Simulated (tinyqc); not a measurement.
# Ferroelectric switching by domains, regions with a spread of times with Merz's law: what changes with what

A film poled to -Ps gets a pulse V of length t. Field E = V/d, characteristic time tau = t0 exp(Ea/E). The film consists of seven classes of regions, z = -3..3, with weights w_z proportional to exp(-z^2/2) and summing to one, and times tau_z = tau 10^(wd z); the switched share is f = sum w_z [1 - exp(-(t/tau_z)^m)]. P = Ps (2 f - 1).

Values chosen for this exercise:
```
symbol,value,unit,meaning
Ps,27,uC/cm^2,switchable polarisation
t0,2.9,ns,time prefactor
Ea,7600,kV/cm,activation field
d,15,nm,film thickness
m,1,,Avrami exponent
V,2,V,pulse voltage
wd,0.9,decades,spread of switching times
tp,1500,ns,pulse length
```

Each table varies one quantity; the others keep the values above.

## Effect of the pulse voltage

t10, t50 and t90 are the pulse lengths for f = 0.1, 0.5 and 0.9; f is taken at tp.

Result of one run:

| V (V) | tau (ns) | t10 (ns) | t50 (ns) | t90 (ns) | f at tp |
|---|---|---|---|---|---|
| 3.6 | 68.812 | 1.6820 | 42.183 | 848.47 | 0.94196 |

What becomes of these results when the pulse voltage V is changed from 3.6 to 1 V, all else the same?

Result of the changed run:

| V (V) | tau (ns) | t10 (ns) | t50 (ns) | t90 (ns) | f at tp |
|---|---|---|---|---|---|
| 1 | 2.5903e5 | 6331.5 | 1.5879e5 | 3.1940e6 | 0.034085 |

The whole series:

| V (V) | tau (ns) | t10 (ns) | t50 (ns) | t90 (ns) | f at tp |
|---|---|---|---|---|---|
| 1 | 2.5903e5 | 6331.5 | 1.5879e5 | 3.1940e6 | 0.034085 |
| 1.2 | 38743 | 947.00 | 23750 | 4.7772e5 | 0.13419 |
| 1.4 | 9972.3 | 243.75 | 6113.2 | 1.2296e5 | 0.28759 |
| 1.7 | 2369.9 | 57.927 | 1452.8 | 29221 | 0.50512 |
| 2.1 | 660.69 | 16.149 | 405.01 | 8146.5 | 0.72041 |
| 2.5 | 277.19 | 6.7754 | 169.92 | 3417.9 | 0.82180 |
| 3 | 129.63 | 3.1686 | 79.468 | 1598.4 | 0.89431 |
| 3.6 | 68.812 | 1.6820 | 42.183 | 848.47 | 0.94196 |

As V goes from 1 to 3.6 V, t50 falls from 1.59e5 to 42.2 ns and f at tp rises from 0.0341 to 0.942; t90/t10 stays at 504, since only tau changes. At half the voltage of the last row tau would be 23.7 times longer.

## Switched share against pulse length

Same model as above.

f(t) as above; slope = d ln(-ln(1 - f))/d ln t.

Results:

| tp (ns) | f | P (uC/cm^2) | slope |
|---|---|---|---|
| 2.6 | 0.01975 | -25.93 | 0.8623 |
| 30 | 0.1252 | -20.24 | 0.6688 |
| 99 | 0.2494 | -13.53 | 0.6182 |
| 330 | 0.4267 | -3.957 | 0.4727 |
| 1100 | 0.6242 | 6.706 | 0.4799 |
| 3700 | 0.7981 | 16.10 | 0.3198 |
| 12000 | 0.9100 | 22.14 | 0.3851 |
| 41000 | 0.9698 | 25.37 | 0.2201 |

Estimate the missing row, tp = 8.8 ns.

Computed row:

| tp (ns) | f | P (uC/cm^2) | slope |
|---|---|---|---|
| 8.8 | 0.05306 | -24.14 | 0.7886 |

With this row back in the table: The share f rises from 0.0197 to 0.970 over 4.2 decades of time; a single class with m = 1 needs 2.2 decades for the same change. The slope moves up and down between 0.220 and 0.862, below m: the spread of times stretches the switching.

## Effect of the spread of switching times

Same model as above.

The same in every row: tau (ns) = 866.7.

Effect of the spread of switching times:

| wd (decades) | t10 (ns) | t50 (ns) | t90 (ns) | f at tp |
|---|---|---|---|---|
| 0 | 91.32 | 600.8 | 1996 | 0.8228 |
| 0.2 | 83.18 | 584.2 | 2278 | 0.8018 |
| 0.4 | 63.85 | 555.8 | 3182 | 0.7596 |
| 0.6 | 43.26 | 534.0 | 4983 | 0.7196 |
| 0.8 | 27.20 | 526.6 | 8283 | 0.6892 |
| 1 | 16.41 | 540.0 | 1.375e4 | 0.6682 |
| 1.2 | 9.868 | 559.3 | 2.254e4 | 0.6542 |

Read the table: what changes, and by how much?

As wd goes from 0 to 1.2 decades, t50 goes from 601 through a minimum of 527 (at wd = 0.8 decades among the rows listed) to 559 ns and f at tp falls from 0.823 to 0.654; t90/t10 goes from 21.9 to 2280.

Numbers from tinyqc (`OMP_NUM_THREADS=1 python tinyqc.py 2860109 2860110 out.jsonl`; about 0.01 s on one thread of a shared Intel Xeon 2.30GHz).
